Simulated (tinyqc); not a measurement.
What moves the results: linear model of a band gap against the share of exact exchange. A value that a table varies takes the place of the one given here.

E(alpha) = E0 + S alpha. A wider gap screens less, modelled in the Penn form eps(alpha) = 1 + (e0 - 1)(EP/(EP + S alpha))^2 with a scale EP chosen for the exercise. A dielectric-dependent hybrid takes alpha = 1/eps.

Inputs chosen for the exercise (of the order of those of SiO2; shifted at random, so the results belong to these values and not to a real crystal):
```
symbol  value  unit  meaning
E0      5.49   eV    gap of the semi-local functional
S       9.67   eV    slope dE/d(alpha)
e0      2.51         optical dielectric constant at alpha = 0
EP      30.5   eV    energy scale of the screening
Et      9.01   eV    target gap
```

## Sweep of alpha

Also the exciton scale relative to alpha = 0, (m/m(0))(eps(0)/eps)^2, with a mass proportional to E + D, D = E0/2 + 0.3 eV, a k.p rule for direct gaps only.

Results:
```
alpha  E (eV)    eps  alpha eps  exciton scale
0.00    5.490  2.510      0.000           1.00
0.05    5.973  2.463      0.123           1.10
0.10    6.457  2.419      0.242           1.20
0.15    6.941  2.376      0.356           1.31
0.20    7.424  2.335      0.467           1.42
0.25    7.907  2.296      0.574           1.53
0.35    8.874  2.223      0.778           1.78
0.50   10.325  2.125      1.063           2.19
```

alpha eps reaches 1 between alpha = 0.35 and 0.5 (fixed point 0.466), and the target gap is met between 0.35 and 0.5. At the fixed point the gap is 10.00 eV, +0.99 eV from the target. From 0 to 0.25 the gap grows by 2.42 eV while eps falls by 9 %; the exciton scale, which takes both, grows by a factor of 1.53.

## What each parameter does

Fixed point alpha = 1/eps(alpha), gap and eps there. Each row changes one parameter from the base and keeps the others.

Results:
```
case            alpha  E (eV)    eps
base           0.4659   9.995  2.146
E0 = 4.941 eV  0.4659   9.446  2.146
S = 10.637 eV  0.4734  10.526  2.112
e0 = 2.259     0.5185  10.504  1.929
EP = 27.45 eV  0.4742  10.076  2.109
```

The largest shifts from the base row, up to three for each result and ties (the steps differ in size, so this ranks the rows, not the parameters). alpha: e0 +0.0526, EP +0.0083, S +0.0075; unchanged at the printed digits by E0. E (eV): E0 -0.549, S +0.530, e0 +0.509. eps: e0 -0.218, EP -0.038, S -0.034; unchanged at the printed digits by E0.

tinyqc: `OMP_NUM_THREADS=1 python tinyqc.py 1880483 1880484 out.jsonl`; about 0.01 s, one thread, shared Intel(R) Xeon(R) Processor @ 2.30GHz.
